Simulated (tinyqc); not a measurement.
The same layer on three faces: band edges of strained Si(1-x)Ge(x) on relaxed Si(1-y)Ge(y).

Values are linear in the Ge fraction but for ED(x) = linear - CD x (1 - x) and a(x) = linear - Ca x (1 - x). Energies are on the common scale of Ev.

Coherent growth: e_par = (a(y) - a(x))/a(x). (001): e_perp = -2 (C12/C11) e_par; exx = eyy = e_par, ezz = e_perp, no shear. (111): e_perp = -(2 C11 + 4 C12 - 4 C44)/(C11 + 2 C12 + 4 C44) e_par; exx = eyy = ezz = (2 e_par + e_perp)/3 and exy = eyz = ezx = (e_perp - e_par)/3. (110): e_perp = -(C11 + 3 C12 - 2 C44)/(C11 + C12 + 2 C44) e_par; exx = eyy = (e_par + e_perp)/2, ezz = e_par, exy = (e_perp - e_par)/2, eyz = ezx = 0.

A valley with unit axis u lies at Ev + gap + (av + a_valley) tr(e) + Xu (u.e.u - tr(e)/3); the Delta axes are x, y, z and the L axes [111], [1-1-1], [-11-1], [-1-11]. The second-order shift of the Delta valleys under shear is left out; it lowers the pair normal to the sheared plane by tens of meV at a shear of 1 %.

Valence edges: Ev plus the levels of the 6 x 6 matrix of X, Y, Z times spin with -Dso/3 + l exx + m (eyy + ezz) on the diagonal (cyclic), n exy off it, l = av + 2 b, m = av - b, n = sqrt(3) d. Spin-orbit term (Dso/3) L.sigma on X, Y, Z with (L_k)_ij = -i epsilon_kij: <X+|H|Y+> = -i Dso/3, <X+|H|Z-> = Dso/3, <Y+|H|Z-> = -i Dso/3, <Z+|H|X-> = -Dso/3, <Z+|H|Y-> = i Dso/3, <X-|H|Y-> = i Dso/3, and their conjugates; + and - are the spin along z.

Inputs chosen for the exercise (end members near Si and Ge, in this order; the results hold for these values, not for the real material):
- a = (5.425, 5.652) angstrom (lattice constant)
- Dso = (0.045, 0.29) eV (spin-orbit splitting)
- av = (2.46, 1.23) eV (valence hydrostatic potential)
- b = (-2.07, -2.57) eV (tetragonal shear potential)
- d = (-4.77, -5.25) eV (trigonal shear potential)
- C11 = (166.9, 130.1) GPa
- C12 = (63, 48.7) GPa
- C44 = (78.8, 67.4) GPa
- Ev = (0, 0.67) eV (top of the unstrained valence band)
- ED = (1.149, 0.932) eV (gap to the Delta valleys)
- EL = (2.019, 0.742) eV (gap to the L valleys)
- aD = (1.83, 1.26) eV (hydrostatic potential of the Delta gap)
- aL = (-3.42, -2.94) eV (hydrostatic potential of the L gap)
- XuD = (9.25, 9.2) eV (uniaxial potential, Delta)
- XuL = (15.77, 14.66) eV (uniaxial potential, L)
- CD = 0.198 eV (bowing of the Delta gap)
- Ca = 0 angstrom (bowing of the lattice constant)
- x = 0.53 (Ge fraction of the layer)
- y = 0 (Ge fraction of the relaxed buffer)

dEc = Ec(buffer) - Ec(layer), dEv = Ev(layer) - Ev(buffer); buffer edges Ev(y) and Ev(y) + min(ED, EL). The digit behind Delta or L counts whole valleys.

Cases:

| face |
|---|
| (001) |
| (111) |
| (110) |

Rank the cases by gap (eV), lowest first.

Answer: (001), (110), (111).

Results:

| face | e_par (%) | lowest valleys | gap (eV) | next valleys above (meV) | valence splitting (meV) | dEc (eV) | dEv (eV) | Delta spread (meV) | L spread (meV) |
|---|---|---|---|---|---|---|---|---|---|
| (001) | -2.17 | Delta4 | 0.738 | 351 | 88 | 0.016 | 0.395 | 351 | 0 |
| (111) | -2.17 | Delta6 | 0.843 | 416 | 88 | -0.076 | 0.382 | 0 | 413 |
| (110) | -2.17 | Delta2 | 0.745 | 148 | 92 | 0.018 | 0.386 | 148 | 326 |

On (001) only the Delta valleys split (351 meV), on (111) only the L valleys (413 meV), on (110) both (148 and 326 meV). The lowest valleys are Delta4 on (001), Delta6 on (111) and Delta2 on (110); the smallest gap is 0.738 eV on (001) and the largest 0.843 eV on (111).

tinyqc: `OMP_NUM_THREADS=1 python tinyqc.py 1051181 1051182 out.jsonl`; about 0.01 s, one thread, shared Intel(R) Xeon(R) Processor @ 2.30GHz.
